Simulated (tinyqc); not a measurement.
Worked calculation: RKS/LDA (PW92) in the 3-21g basis, for H3+, spin multiplicity 1. One step of it, computed by the program tinyqc.

Problem. Orthogonalisation. S = U s U^T; canonical form X = U s^(-1/2), so that X^T S X = 1. Each column of U has its largest component positive (the first on a tie).

overlap S, lower triangle:
```
          1H 1s     1H 2s     2H 1s     2H 2s     3H 1s     3H 2s
1H 1s  1.000000
1H 2s  0.645899  1.000000
2H 1s  0.145432  0.336447  1.000000
2H 2s  0.336447  0.673636  0.645899  1.000000
3H 1s  0.145432  0.336447  0.000667  0.047714  1.000000
3H 2s  0.336447  0.673636  0.047714  0.205921  0.645899  1.000000
```

Give: eigenvalues of S; X.

Solution.

eigenvalues of S: 0.0899  0.2898  0.4115  0.8488  1.5036  2.8565

X:
```
             1        2        3        4        5       6
1H 1s  -0.7792   0.0000   0.8127   0.7816   0.0000  0.2330
1H 2s   2.4683   0.0000  -0.5243   0.1959   0.0000  0.3278
2H 1s   0.3195  -0.8467   0.6985  -0.4915   0.4409  0.1725
2H 2s  -1.4535   1.0043  -0.5094  -0.1512   0.3717  0.2538
3H 1s   0.3195   0.8467   0.6985  -0.4915  -0.4409  0.1725
3H 2s  -1.4535  -1.0043  -0.5094  -0.1512  -0.3717  0.2538
```
